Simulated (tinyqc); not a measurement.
Doping and voltage from widths and field.

Inverse problem. In the depletion approximation an abrupt p-n junction has a triangular field: peak E = q Nd xn/(eps0 eps_r) = q Na xp/(eps0 eps_r), W = xn + xp, and Vbi - V = E W/2. Find Nd, Na and Vbi - V.

Values chosen for this exercise:
- eps_r = 9.33 (relative permittivity)

Constants: q = 1.602176634e-19 C, eps0 = 8.8541878128e-14 F/cm where lengths are in cm. Results are converted to the units shown.

W = 720.60021 nm
peak field = 125.33945 kV/cm
xn = 10.423560 nm

Solution. Gauss's law on each side gives its doping from the peak field and its width; the voltage is the area of the triangle.

Nd = 6.20e17 cm^-3
Na = 9.10e15 cm^-3
Vbi - V = 4.52 V

Program tinyqc, `OMP_NUM_THREADS=1 python tinyqc.py 2000130 2000131 out.jsonl`; Intel Xeon 2.30GHz, shared host, one thread, about 0.03 s.
